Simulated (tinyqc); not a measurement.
Comparisons within one model: shallow acceptor in the spherical four-band model. A value that a table varies takes the place of the one given here.

The ground state 1S3/2 has an L = 0 part f(r) and an L = 2 part g(r). In units of Ry* and a*, with Gaussians f_i = exp(-a_i r^2), g_i = r^2 exp(-a_i r^2), A = a_i + a_j and I(n) = Gamma((n + 1)/2)/(2 A^((n + 1)/2)): S_ff = I(2), S_gg = I(6), H_ff = (6 a_i a_j/A) I(2) - 2 I(1), H_gg = (14 a_i a_j/A) I(6) - 2 I(5), H_fg = -mu [15 I(2) - 20 a_j I(4) + 4 a_j^2 I(6)]; each function is then normalised. The split-off band is left out.

Converged values use 22 exponents 2.2^i, i = -7 to 14, for f and for g.

Units Ry* = Ry/(g1 eps^2) and a* = a0 eps g1; mu = (6 g3 + 4 g2)/(5 g1) is the spherical heavy-light coupling and delta = (g3 - g2)/g1 the cubic term, which is left out.

Constants: Ry = 13.60569312 eV; a0 (Bohr radius) = 0.5291772105 angstrom.

Values chosen for the exercise (near those of a shallow acceptor in GaAs; not measured data): mus = (0.09, 0.25, 0.46, 0.63, 0.73, 0.84, 0.88) (couplings); rc = 1.8 angstrom (radius of the central cell); Vs = (2, 0, -0.5, -1.5, -2.5, -3.5) eV (central-cell strengths); g1 = 7.08 (Luttinger gamma1); g2 = 2.08 (gamma2); g3 = 2.95 (gamma3); eps = 12.5 (dielectric constant).

## Strength of the heavy-light coupling

Ry* = 12.2989 meV

Converged values in Ry* and a*; the heavy-mass hydrogen model gives 1/(1 - mu).

Results:
```
mu    binding (Ry*)  1/(1 - mu)  ratio  L = 2 weight  <r> (a*)  binding (meV)
0.09          1.007       1.099  0.917         0.003     1.491           12.4
0.25          1.060       1.333  0.795         0.027     1.428           13.0
0.46          1.241       1.852  0.670         0.092     1.249           15.3
0.63          1.588       2.703  0.588         0.178     1.005           19.5
0.73          2.017       3.704  0.545         0.244     0.811           24.8
0.84          3.126       6.250  0.500         0.332     0.541           38.5
0.88          4.038       8.333  0.485         0.369     0.425           49.7
```

The binding starts as 1 + O(mu^2), 1.007 at mu = 0.09, since the coupling enters in second order, and reaches 4.04 at mu = 0.88. The ratio to the heavy-mass model falls from 0.92 to 0.48, towards about 0.44 as mu goes to 1: the bound hole is only partly heavy. The L = 2 weight grows to 0.37 and the radius shrinks by a factor 3.5.

## Central-cell correction

mu = 0.73503
a* = 46.832 angstrom

A short-range term V exp(-r^2/rc^2) is added (negative: attracts the hole); its elements are V S (A/(A + 1/rc^2))^(3/2) for f and ^(7/2) for g, in the same units.

Results:
```
V (eV)  1S binding (meV)  2S binding (meV)  <r> (angstrom)  L = 2 weight
2.0                 23.8              7.24            39.5         0.246
0.0                 25.2              7.42            37.5         0.248
-0.5                25.6              7.48            36.8         0.249
-1.5                26.8              7.63            35.3         0.250
-2.5                28.4              7.82            33.4         0.252
-3.5                30.8              8.08            30.9         0.255
```

From V = 0 to -3.5 eV the 1S binding grows by 5.6 meV (22 %) and the 2S binding by 0.66 meV, so the chemical shift sits mainly in the ground state. A repulsion of 2 eV removes 1.3 meV. The slope is 2.37 meV per eV over the last step against 0.67 on the repulsive side, since attraction pulls the state into the cell; over this range the level stays shallow.

## What each parameter does

Converged values. Each row changes one parameter from the base and keeps the others.

Results:
```
case           mu  Ry* (meV)  binding (meV)  <r> (angstrom)
base        0.735      12.30          25.18            37.5
g1 = 7.65   0.680      11.38          20.13            46.2
g2 = 1.77   0.700      12.30          22.84            40.9
g3 = 2.71   0.694      12.30          22.51            41.5
eps = 13.5  0.735      10.54          21.59            40.5
```

The largest shifts from the base row, up to three for each result and ties (the steps differ in size, so this ranks the rows, not the parameters). mu: g1 -0.055, g3 -0.041, g2 -0.035; unchanged at the printed digits by eps. Ry* (meV): eps -1.75, g1 -0.92; unchanged at the printed digits by g2 and g3. binding (meV): g1 -5.04, eps -3.59, g3 -2.66. <r> (angstrom): g1 +8.7, g3 +4.0, g2 +3.5. g1 acts twice: it lowers Ry* and it lowers mu.

(tinyqc, `OMP_NUM_THREADS=1 python tinyqc.py 1252767 1252768 out.jsonl`, Intel(R) Xeon(R) Processor @ 2.30GHz, 1 thread, shared host, about 0.07 s.)
